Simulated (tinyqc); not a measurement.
Extrapolating accelerated tests: lateral field, substrate current, probability of reaching the oxide barrier and hot-carrier lifetime of a silicon transistor (pseudo-two-dimensional and lucky-electron models). Computed by tinyqc, a small Python program. Command: `OMP_NUM_THREADS=1 python tinyqc.py 3009804 3009805 out.jsonl hotcar walk`. One thread of a shared host (Intel(R) Xeon(R) Processor @ 2.30GHz), about 0.01 s of CPU time with the checks.

Local-field models: a lucky carrier gains its energy at the peak field over a path free of collisions. Voltages are magnitudes.

Inputs (values chosen for the exercise, modelled on a silicon n-channel):

| quantity | value | unit |
|---|---|---|
| channel length L | 300 | nm |
| oxide thickness t | 6.5 | nm |
| junction depth x_j | 84 | nm |
| mobility mu | 340 | cm^2/(V s) |
| saturation velocity v_s | 0.81 | 1e7 cm/s |
| threshold voltage V_T | 0.72 | V |
| gate voltage V_G | 1 | V |
| drain voltage V_D | 2.8 | V |
| ionisation prefactor A_i | 2.1e+06 | 1/cm |
| ionisation field B_i | 1.78 | MV/cm |
| hot-carrier mean free path lambda | 7.5 | nm |
| oxide barrier phi_b | 3.1 | eV |
| interface-trap threshold phi_it | 3.6 | eV |
| lifetime constant H | 200 | s microampere/micrometre |

Drain: abrupt.

Constants: eps_0 = 8.8541878128e-12 F/m.

Method:
- C_ox = 3.9 eps_0/t; F_sat = 2 v_s/mu; V_Dsat = V_ov F_sat L/(V_ov + F_sat L), V_ov = V_G - V_T; I_D/W = C_ox v_s (V_ov - V_Dsat).
- Scale length l = 0.22 t^(1/3) x_j^(1/2) (all in cm); F_m = sqrt(((V_D - V_Dsat)/l_e)^2 + F_sat^2), with l_e = l; length of the velocity-saturated region l_e ln((V_D - V_Dsat)/(l_e F_sat) + F_m/F_sat).
- Substrate current I_sub/I_D = (A_i/B_i)(V_D - V_Dsat) exp(-B_i/F_m); probability of reaching the oxide barrier exp(-phi_b/(e lambda F_m)); lifetime tau = (H/(I_D/W)) exp(phi_it/(e lambda F_m)).
- V_10 solves tau = 3.156e8 s at the given V_G. The extrapolation fits ln(tau) against 1/V_D at 1, 1.08, 1.16 and 1.25 times the given V_D (rounded to 3 digits) by least squares and reads off the same tau.

V_Dsat = 0.234136 V

Stress points:

| V_D (V) | 1/V_D (1/V) | tau (s) |
|---|---|---|
| 2.80 | 0.35714 | 2.9494e+05 |
| 3.02 | 0.33113 | 1.3197e+05 |
| 3.25 | 0.30769 | 6.4436e+04 |
| 3.50 | 0.28571 | 3.3109e+04 |

ten-year drain voltage V_10 = 1.7480 V

V_10 from the 1/V_D extrapolation = 1.7092 V

What follows from these numbers?

The extrapolation is 39 mV below the true value: ln(tau) is nearly linear in 1/(V_D - V_Dsat), not in 1/V_D, so the straight line errs on the safe side when one extrapolates down. At V_10 the available energy e V_D is below phi_it, so the model understates the lifetime there.

Extremes, crossings and ranges named in words are read from the listed rows.
